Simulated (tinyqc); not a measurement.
Nanowire ballistic transistor, top-of-the-barrier model: effect of the drain control CD/CS.

At the top of the source barrier, states moving towards the drain are filled by the source (Fermi level 0) and states moving back by the drain (Fermi level -q Vd); nothing scatters. U is the shift of the band edge there, set by the capacitances CG, CD and CS (the total) and by the charge. Parabolic one-dimensional subband; the source is grounded.

N0 = gv sqrt(2 m kB T/pi)/hbar, CG = 2 pi eps0 eox/ln(1 + 2 tox/d), CS = CG/aG, n0 = n at U = 0 and Vd = 0. eta1 = -(E0 + U)/Vt, eta2 = eta1 - Vd/Vt, n = (N0/2)[F_(-1/2)(eta1) + F_(-1/2)(eta2)], F_(-1/2)(x) = (1/sqrt(pi)) int_0^infinity u^(-1/2)/(1 + exp(u - x)) du. U = UL + q (n - n0)/CS with UL = -(aG Vg + aD Vd), energies in eV. I = gv (2 q^2/h) Vt [ln(1 + exp eta1) - ln(1 + exp eta2)]. CQ = (q/Vt) dn/d(eta1). E0 is held fixed.

Inputs (values chosen for the exercise); mass and valleys close to those of germanium: temperature T = 300 K; effective mass m = 0.117 m0; valley degeneracy gv = 4; relative permittivity of the gate insulator eox = 7.5; insulator thickness tox = 1.9 nm; wire diameter d = 2 nm; gate control CG/CS aG = 0.93; band edge at the barrier top above the source Fermi level at zero bias E0 = 0.36 eV; gate voltage Vg = 0.4 V; drain voltage Vd = 0.4 V.

Constants: q = 1.602176634e-19 C, kB = 1.380649e-23 J/K, hbar = 1.054571817e-34 J s, h = 6.62607015e-34 J s, m0 = 9.1093837015e-31 kg, Vt = kB T/q, eps0 = 8.8541878128e-14 F/cm where lengths are in cm. Results are converted to the units shown.

Effect of the drain control CD/CS:

| aD | eta1 | n (cm^-1) | I (uA) | mean velocity I/(q n) (cm/s) | CQ/CS |
|---|---|---|---|---|---|
| 0 | -0.95791 | 9.6692e5 | 2.6020 | 1.6796e7 | 1.1365 |
| 0.009 | -0.89341 | 1.0177e6 | 2.7487 | 1.6857e7 | 1.1817 |
| 0.018 | -0.83023 | 1.0695e6 | 2.8990 | 1.6919e7 | 1.2262 |
| 0.027 | -0.76828 | 1.1220e6 | 3.0530 | 1.6983e7 | 1.2701 |
| 0.036 | -0.70752 | 1.1754e6 | 3.2105 | 1.7048e7 | 1.3132 |
| 0.045 | -0.64786 | 1.2295e6 | 3.3714 | 1.7115e7 | 1.3554 |
| 0.054 | -0.58926 | 1.2844e6 | 3.5358 | 1.7183e7 | 1.3968 |
| 0.063 | -0.53164 | 1.3399e6 | 3.7036 | 1.7253e7 | 1.4372 |

As aD goes from 0 to 0.063, n rises from 9.67e5 to 1.34e6 cm^-1, the mean velocity rises from 1.68e7 to 1.73e7 cm/s and the current rises from 2.60 to 3.70 uA. CQ/CS goes from 1.1 to 1.4.

Numbers from tinyqc (`OMP_NUM_THREADS=1 python tinyqc.py 2400101 2400102 out.jsonl`; about 0.06 s on one thread of a shared Intel Xeon 2.30GHz).
